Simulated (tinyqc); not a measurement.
Worked calculation: empirical pseudopotential in a few plane waves. Computed by tinyqc, a small Python program that keeps every step. Settings: plane-wave index or count = 15. Command: `OMP_NUM_THREADS=1 python tinyqc.py 24765 24766 out.jsonl` (the two numbers bound the seeds that draw the settings). One thread of a shared host (Intel(R) Xeon(R) Processor @ 2.60GHz), about 0.2 s of CPU time with the checks.

## Bloch Hamiltonian at G

Parameters chosen for this model: fcc lattice, atoms at +/- a/8 (1,1,1); form factors in rydberg at |G|^2 in units of (2 pi/a)^2:
```
parameter                 value      unit
a                      5.870000  angstrom
VS(3)                 -0.237000        Ry
VS(8)                  0.054000        Ry
VS(11)                 0.073000        Ry
VA(3)                  0.091000        Ry
VA(4)                  0.098000        Ry
VA(11)                 0.012000        Ry
hbar^2/2m (2 pi/a)^2   4.365223        eV
```

k point G (2 pi / a): [0, 0, 0]

Basis: the 15 shortest G (labels in 2 pi/a), the same at every k. H(G,G') = c |k + G|^2 delta + VS(|G-G'|^2) cos((G-G').tau) + i VA sin((G-G').tau), tau = a/8 (1,1,1); 1 Ry = 13.605693 eV.

H(k) at G (eV), order +0+0+0, -1-1-1, -1-1+1, -1+1-1, -1+1+1, +1-1-1, +1-1+1, +1+1-1, +1+1+1, -2+0+0, +0-2+0, +0+0-2, +0+0+2, +0+2+0, +2+0+0:
```
[[0.00000, 2.28010+0.87548i, -2.28010+0.87548i, -2.28010+0.87548i, -2.28010-0.87548i, -2.28010+0.87548i, -2.28010-0.87548i, -2.28010-0.87548i, 2.28010-0.87548i, 0.00000+1.33336i, 0.00000+1.33336i, 0.00000+1.33336i, 0.00000-1.33336i, 0.00000-1.33336i, 0.00000-1.33336i],
 [2.28010-0.87548i, 13.09567, 0.00000-1.33336i, 0.00000-1.33336i, -0.73471, 0.00000-1.33336i, -0.73471, -0.73471, 0.00000, -2.28010-0.87548i, -2.28010-0.87548i, -2.28010-0.87548i, -0.70231+0.11545i, -0.70231+0.11545i, -0.70231+0.11545i],
 [-2.28010-0.87548i, 0.00000+1.33336i, 13.09567, 0.73471, 0.00000-1.33336i, 0.73471, 0.00000-1.33336i, 0.00000, -0.73471, -2.28010+0.87548i, -2.28010+0.87548i, 0.70231+0.11545i, 2.28010-0.87548i, -0.70231-0.11545i, -0.70231-0.11545i],
 [-2.28010-0.87548i, 0.00000+1.33336i, 0.73471, 13.09567, 0.00000-1.33336i, 0.73471, 0.00000, 0.00000-1.33336i, -0.73471, -2.28010+0.87548i, 0.70231+0.11545i, -2.28010+0.87548i, -0.70231-0.11545i, 2.28010-0.87548i, -0.70231-0.11545i],
 [-2.28010+0.87548i, -0.73471, 0.00000+1.33336i, 0.00000+1.33336i, 13.09567, 0.00000, 0.73471, 0.73471, 0.00000-1.33336i, 2.28010+0.87548i, -0.70231+0.11545i, -0.70231+0.11545i, -2.28010-0.87548i, -2.28010-0.87548i, 0.70231-0.11545i],
 [-2.28010-0.87548i, 0.00000+1.33336i, 0.73471, 0.73471, 0.00000, 13.09567, 0.00000-1.33336i, 0.00000-1.33336i, -0.73471, 0.70231+0.11545i, -2.28010+0.87548i, -2.28010+0.87548i, -0.70231-0.11545i, -0.70231-0.11545i, 2.28010-0.87548i],
 [-2.28010+0.87548i, -0.73471, 0.00000+1.33336i, 0.00000, 0.73471, 0.00000+1.33336i, 13.09567, 0.73471, 0.00000-1.33336i, -0.70231+0.11545i, 2.28010+0.87548i, -0.70231+0.11545i, -2.28010-0.87548i, 0.70231-0.11545i, -2.28010-0.87548i],
 [-2.28010+0.87548i, -0.73471, 0.00000, 0.00000+1.33336i, 0.73471, 0.00000+1.33336i, 0.73471, 13.09567, 0.00000-1.33336i, -0.70231+0.11545i, -0.70231+0.11545i, 2.28010+0.87548i, 0.70231-0.11545i, -2.28010-0.87548i, -2.28010-0.87548i],
 [2.28010+0.87548i, 0.00000, -0.73471, -0.73471, 0.00000+1.33336i, -0.73471, 0.00000+1.33336i, 0.00000+1.33336i, 13.09567, -0.70231-0.11545i, -0.70231-0.11545i, -0.70231-0.11545i, -2.28010+0.87548i, -2.28010+0.87548i, -2.28010+0.87548i],
 [0.00000-1.33336i, -2.28010+0.87548i, -2.28010-0.87548i, -2.28010-0.87548i, 2.28010-0.87548i, 0.70231-0.11545i, -0.70231-0.11545i, -0.70231-0.11545i, -0.70231+0.11545i, 17.46089, 0.73471, 0.73471, -0.73471, -0.73471, 0.00000],
 [0.00000-1.33336i, -2.28010+0.87548i, -2.28010-0.87548i, 0.70231-0.11545i, -0.70231-0.11545i, -2.28010-0.87548i, 2.28010-0.87548i, -0.70231-0.11545i, -0.70231+0.11545i, 0.73471, 17.46089, 0.73471, -0.73471, 0.00000, -0.73471],
 [0.00000-1.33336i, -2.28010+0.87548i, 0.70231-0.11545i, -2.28010-0.87548i, -0.70231-0.11545i, -2.28010-0.87548i, -0.70231-0.11545i, 2.28010-0.87548i, -0.70231+0.11545i, 0.73471, 0.73471, 17.46089, 0.00000, -0.73471, -0.73471],
 [0.00000+1.33336i, -0.70231-0.11545i, 2.28010+0.87548i, -0.70231+0.11545i, -2.28010+0.87548i, -0.70231+0.11545i, -2.28010+0.87548i, 0.70231+0.11545i, -2.28010-0.87548i, -0.73471, -0.73471, 0.00000, 17.46089, 0.73471, 0.73471],
 [0.00000+1.33336i, -0.70231-0.11545i, -0.70231+0.11545i, 2.28010+0.87548i, -2.28010+0.87548i, -0.70231+0.11545i, 0.70231+0.11545i, -2.28010+0.87548i, -2.28010-0.87548i, -0.73471, 0.00000, -0.73471, 0.73471, 17.46089, 0.73471],
 [0.00000+1.33336i, -0.70231-0.11545i, -0.70231+0.11545i, -0.70231+0.11545i, 0.70231+0.11545i, 2.28010+0.87548i, -2.28010+0.87548i, -2.28010+0.87548i, -2.28010-0.87548i, 0.00000, -0.73471, -0.73471, 0.73471, 0.73471, 17.46089]]
```

## Levels at G

Diagonalise the Hermitian matrix.

eigenvalues (eV): [-4.32174, 7.61846, 7.61846, 7.61846, 11.71266, 13.13390, 13.13390, 13.13390, 15.99148, 15.99148, 19.60195, 21.43045, 21.43045, 21.43045, 24.00643]

## Bands along a path

The same steps at evenly spaced points between the labelled ones.

Bands along the path (eV), lowest eight:
```
k           band 1   band 2   band 3   band 4    band 5    band 6    band 7    band 8
L         -2.86891  3.47096  7.32357  7.32357  12.01633  13.56486  13.56486  17.83671
L-G 0.25  -3.33138  4.06438  7.24325  7.24325  11.96380  13.52020  13.52020  17.23558
L-G 0.50  -3.83384  5.28543  7.34579  7.34579  12.13748  13.60444  13.60444  15.31024
L-G 0.75  -4.19359  6.75741  7.52557  7.52557  12.20779  13.36474  13.36474  13.51282
G         -4.32174  7.61846  7.61846  7.61846  11.71266  13.13390  13.13390  13.13390
G-X 0.25  -4.15071  6.80040  7.32430  7.32430  12.51167  12.83767  13.80717  13.80717
G-X 0.50  -3.66858  5.40319  6.79297  6.79297  11.69712  13.14377  15.46092  15.46092
G-X 0.75  -2.99023  4.18756  6.45057  6.45057  10.94937  12.46033  17.64787  17.64787
X         -2.37516  3.53829  6.48568  6.48568  10.75143  12.29550  20.19799  20.19799
```

With 4 band(s) filled, the highest filled level on these points lies at G and the lowest empty one at X: a gap of 3.1330 eV, indirect. This holds for the small fixed basis; with all plane waves up to |k + G|^2 = 21 (2 pi/a)^2 the gap along the path is 3.18 eV.

## Convergence with the number of plane waves

Levels at G counted from the fourth one.

Levels (eV):
```
plane waves    level 1  level 5  level 8
9            -14.14284  2.66672  2.86632
15           -11.94021  4.09420  5.51544
27           -10.80468  4.15452  5.89678
51           -10.64064  4.11064  5.88369
59           -10.66784  4.13980  5.58121
65           -10.67356  4.14215  5.52399
89           -10.65138  4.14727  5.55109
```
